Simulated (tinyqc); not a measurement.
What moves the response: phonon-assisted absorption at an indirect gap.

alpha(E) = sum_j A_j [N_j (E - Eg + w_j)^2 + (N_j + 1)(E - Eg - w_j)^2], each bracket counted only where its base is positive; N_j = 1/(exp(w_j/kB T) - 1). The first term absorbs a phonon and the second emits one; excitons and direct transitions are left out.

Photodiode (Gaertner form with a dead layer): QE = (1 - R) exp(-alpha xj) [1 - exp(-alpha W)/(1 + alpha L)], R = ((nr - 1)/(nr + 1))^2; responsivity = QE/E in A/W for E in eV.

Constants: kB = 8.617333262e-05 eV/K.

Inputs chosen for the exercise (loosely those of Si at room temperature; Eg is not tied to T; not measured data):

| symbol | value | unit | meaning |
|---|---|---|---|
| Eg | 1.134 | eV | indirect gap, held fixed unless listed |
| w | (59.7, 18.5) | meV | two zone-edge phonons |
| A | (3300, 330) | 1/(cm eV^2) | their strengths |
| T | 200 | K |  |
| E | 1.579 | eV | photon energy |
| nr | 3.56 |  | refractive index |
| xj | 0.21 | micrometre | dead layer at the surface |
| W | 2.2 | micrometre | depleted width |
| L | 15 | micrometre | minority diffusion length below it |

At the energy E. Each row changes one parameter from the base and keeps the others.

Results:

| case | alpha (1/cm) | QE |
|---|---|---|
| base | 660.9 | 0.3821 |
| Eg = 1.114 eV | 729.0 | 0.4000 |
| T = 250 K | 735.0 | 0.4015 |
| W = 4.4 micrometre | 660.9 | 0.4218 |
| L = 7.5 micrometre | 660.9 | 0.2849 |
| xj = 0.42 micrometre | 660.9 | 0.3769 |
| nr = 3.74 | 660.9 | 0.3715 |

The largest shifts from the base row, up to three for each result and ties (the steps differ in size, so this ranks the rows, not the parameters). alpha (1/cm): T +74.1, Eg +68.1; unchanged at the printed digits by W, L, xj and nr. QE: L -0.0972, W +0.0397, T +0.0194.

(tinyqc, `OMP_NUM_THREADS=1 python tinyqc.py 1682368 1682369 out.jsonl`, Intel(R) Xeon(R) Processor @ 2.30GHz, 1 thread, shared host, about 0.01 s.)
